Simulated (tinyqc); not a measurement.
Field length and prefactor from two substrate currents.

Inverse problem. For Em = (Vd - Vdsat)/l, Isub/Id = (Ai/Bi)(Vd - Vdsat) exp(-Bi l/(Vd - Vdsat)), and l = sqrt(3 tox xj). Find l, Ai and xj.

Inputs (values chosen for the exercise):
- tox = 31 nm (oxide thickness)
- Bi = 1.64 MV/cm (ionisation field)

Isub/Id at Vd - Vdsat = 3.8 and 5.1 V: 0.00101390214  0.0116604978

Solution. ln[Isub/(Id (Vd - Vdsat))] is linear in 1/(Vd - Vdsat) with slope -Bi l.

l = 195.3 nm
Ai = 2.000e6 1/cm
xj = 410.0 nm

Numbers from tinyqc (`OMP_NUM_THREADS=1 python tinyqc.py 2550086 2550087 out.jsonl`; about 0.01 s on one thread of a shared Intel Xeon 2.30GHz).
